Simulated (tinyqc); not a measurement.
Heisenberg magnet: exchange from energy differences, ordering vector, linear spin waves and ordering temperature: one step, computed by the program tinyqc. Command: `OMP_NUM_THREADS=1 python tinyqc.py 3000774 3000775 out.jsonl magnon walk`. One thread of a shared host (Intel(R) Xeon(R) Processor @ 2.30GHz), about 0.1 s of CPU time with the checks.

H = -sum over pairs <ij> J_ij S_i.S_j - K sum_i (S_i^z)^2, each pair once, J > 0 ferromagnetic. First neighbours: 6 at a (1, 0, 0), second: 12 at a (1, 1, 0), with all permutations and signs.

Problem. Magnon energy at q. J(q) = J1 g1(q) + J2 g2(q), g_s(q) = sum over shell s of cos(q.R). g_s(q) = sum over shell s of cos(q.R), z1 = g1(0). A(q) = S [-J1 g1(0) + J2 (g2(0) - g2(q))] + (2S - 1) K, B(q) = S J1 g1(q), E(q) = sqrt(A^2 - B^2). The factor 2S - 1 removes the anisotropy for S = 1/2.

Inputs (values chosen for the exercise, for a model magnet):
```
quantity,value,unit
exchange J1,-3.48,meV
exchange J2,-0.49,meV
spin S,0.5,-
single-ion anisotropy K,0.0095,meV
```

Lattice: simple cubic. Order: Neel (nearest neighbours antiparallel).

wave vector q (2 pi/a): [0.19, 0.2, 0.15]

Constants: h x 1 THz = 4.135667696 meV.

Give: g1(q); g2(q); E(q); frequency.

Solution.

g1(q) = 2.530

g2(q) = 2.047

E(q) = 6.682 meV

frequency = 1.616 THz
